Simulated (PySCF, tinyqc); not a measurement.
Inside a calculation. Method: G0W0 on RHF in the sto-3g basis, for BeH+, spin multiplicity 1. The lowest restricted solution is unstable here: a spin-polarised one lies 0.0138 hartree lower (PySCF). One step of it, computed by the program tinyqc.

Problem. G0W0 on Hartree-Fock: HOMO. W(p,q,m) = sqrt2 sum_ia (pq|ia) (X+Y)_ia,m; Sigma_c(x) = sum_(i,m) W^2/(x - e_i + w_m) + sum_(a,m) W^2/(x - e_a - w_m); solve x = e_p + Sigma_c(x) by Newton steps; Z = 1/(1 - dSigma/dx); 1 hartree = 27.211386 eV.

orbital energies (hartree): MO1 -4.983734, MO2 -0.633176, MO3 -0.250498, MO4 -0.119502, MO5 -0.119502, MO6 0.070829

Two-electron integrals over orbitals (pq|rs), unique and non-zero (hartree):
```
(11|11) 2.275809    (21|11) -0.175196   (21|21) 0.022285    (22|11) 0.448470
(22|21) -0.001743   (22|22) 0.441856    (31|11) -0.170666   (31|21) 0.018257
(31|22) -0.013079   (31|31) 0.025438    (32|11) 0.087135    (32|21) -0.005737
(32|22) -0.063386   (32|31) 0.001502    (32|32) 0.071576    (33|11) 0.511409
(33|21) -0.010255   (33|22) 0.330535    (33|31) 0.001848    (33|32) 0.028888
(33|33) 0.414698    (41|41) 0.015580    (42|41) 0.014430    (42|42) 0.046771
(43|41) 0.013664    (43|42) 0.035620    (43|43) 0.047161    (44|11) 0.569240
(44|21) -0.006137   (44|22) 0.345658    (44|31) -0.006012   (44|32) 0.046504
(44|33) 0.375599    (44|44) 0.449859    (51|51) 0.015580    (52|51) 0.014430
(52|52) 0.046771    (53|51) 0.013664    (53|52) 0.035620    (53|53) 0.047161
(54|54) 0.024249    (55|11) 0.569240    (55|21) -0.006137   (55|22) 0.345658
(55|31) -0.006012   (55|32) 0.046504    (55|33) 0.375599    (55|44) 0.401360
(55|55) 0.449859    (61|11) 0.075819    (61|21) -0.012798   (61|22) -0.008540
(61|31) -0.001535   (61|32) 0.008058    (61|33) 0.013972    (61|44) 0.001991
(61|55) 0.001991    (61|61) 0.015013    (62|11) -0.132962   (62|21) 0.001025
(62|22) 0.012941    (62|31) 0.008620    (62|32) -0.057798   (62|33) -0.000943
(62|44) -0.069822   (62|55) -0.069822   (62|61) 0.005917    (62|62) 0.114514
(63|11) 0.083658    (63|21) -0.003360   (63|22) -0.056740   (63|31) 0.004899
(63|32) 0.068657    (63|33) 0.045531    (63|44) 0.041793    (63|55) 0.041793
(63|61) 0.008176    (63|62) -0.062480   (63|63) 0.085750    (64|41) -0.006477
(64|42) -0.023982   (64|43) -0.006057   (64|64) 0.021536    (65|51) -0.006477
(65|52) -0.023982   (65|53) -0.006057   (65|65) 0.021536    (66|11) 0.479035
(66|21) -0.002258   (66|22) 0.448419    (66|31) -0.011741   (66|32) -0.067130
(66|33) 0.359524    (66|44) 0.349416    (66|55) 0.349416    (66|61) -0.007059
(66|62) 0.035966    (66|63) -0.058292   (66|66) 0.482826
```

excitation energies w (hartree): [0.480968, 0.599673, 0.599673, 0.917841, 4.783829, 4.895329, 4.895329, 5.084545]

X + Y, order 1>3, 1>4, 1>5, 1>6, 2>3, 2>4, 2>5, 2>6:
$$\begin{pmatrix}
-0.002854 & 0.000000 & 0.000000 & -0.006189 & 0.994643 & 0.000000 & 0.000000 & -0.009725 \\
0.000000 & -0.009917 & 0.004779 & 0.000000 & 0.000000 & 0.993388 & -0.082543 & 0.000000 \\
0.000000 & -0.004779 & -0.009917 & 0.000000 & 0.000000 & 0.082543 & 0.993388 & 0.000000 \\
-0.006693 & 0.000000 & 0.000000 & -0.003268 & 0.010355 & 0.000000 & 0.000000 & 0.996993 \\
0.873853 & 0.000000 & 0.000000 & -0.129535 & 0.000102 & 0.000000 & 0.000000 & 0.000477 \\
0.000000 & 0.833749 & -0.401795 & 0.000000 & 0.000000 & 0.001248 & -0.000104 & 0.000000 \\
0.000000 & 0.401795 & 0.833749 & 0.000000 & 0.000000 & 0.000104 & 0.001248 & 0.000000 \\
0.242702 & 0.000000 & 0.000000 & 0.857990 & 0.001101 & 0.000000 & 0.000000 & 0.000651
\end{pmatrix}$$

Give: The 12 largest terms at x = e_p; Newton steps; quasiparticle energy of the HOMO; Hartree-Fock value.

Solution.

The 12 largest terms at x = e_p (hartree; W for the signs of X + Y given):
```
q  m       W       term
6  4   0.149     -0.014
2  1  -0.074      0.011
3  1   0.069     -0.005
3  4  -0.083     -0.005
4  2   0.055  -2.71e-03
5  3   0.055  -2.71e-03
6  1  -0.032  -8.76e-04
2  4   0.027   8.22e-04
5  2   0.026  -6.30e-04
4  3  -0.026  -6.30e-04
4  6   0.020  -7.66e-05
5  7   0.020  -7.66e-05
```

Newton steps (hartree):
```
step       x  Sigma_c(x)      Z
0     -0.633      -0.020  0.952
1     -0.652      -0.019  0.951
2     -0.652      -0.019  0.951
```

quasiparticle energy of the HOMO = -17.747 eV

Hartree-Fock value = -17.230 eV
